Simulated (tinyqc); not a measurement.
Resonant-tunnelling diode, transfer matrices and Tsu-Esaki current: one step of the calculation.

Emitter (band edge 0), barrier d1, well Lw, barrier d2, spacer ds, collector (edge -V). The bias drops linearly over these layers and none in the contacts; each layer is cut into ns equal slices, flat at the value of their centres. E is the energy of motion across the layers, C = hbar^2/(2 m0), psi and psi'/m are continuous. Transport is coherent, T(E) is taken as independent of the transverse momentum, and charge in the well is ignored.

Task. Slices under bias. U = edge of the layer - V x/Lt at the centre x of each slice, Lt the summed thickness.

Values chosen for this exercise; masses and offsets close to those of GaN wells and AlGaN barriers: mass in the well, spacer and contacts mw = 0.2 m0; barrier height U1 = 0.59 eV; barrier mass m1 = 0.27 m0; emitter barrier d1 = 1.2 nm; well width Lw = 2.7 nm; collector barrier d2 = 1.2 nm; slices in each layer ns = 2; undoped spacer after the collector barrier ds = 2.1 nm; bias of the collector V = 0.23 V.

Give: U; m; width.

Result.

```
slice,U (eV),m (m0),width (nm)
0,0.58042,0.27,0.60000
1,0.56125,0.27,0.60000
2,-0.05990,0.2,1.3500
3,-0.10302,0.2,1.3500
4,0.45583,0.27,0.60000
5,0.43667,0.27,0.60000
6,-0.17969,0.2,1.0500
7,-0.21323,0.2,1.0500
```

Computed by the program tinyqc: `OMP_NUM_THREADS=1 python tinyqc.py 2600051 2600052 out.jsonl`, one thread of a shared Intel Xeon 2.30GHz, about 0.07 s for the whole run.
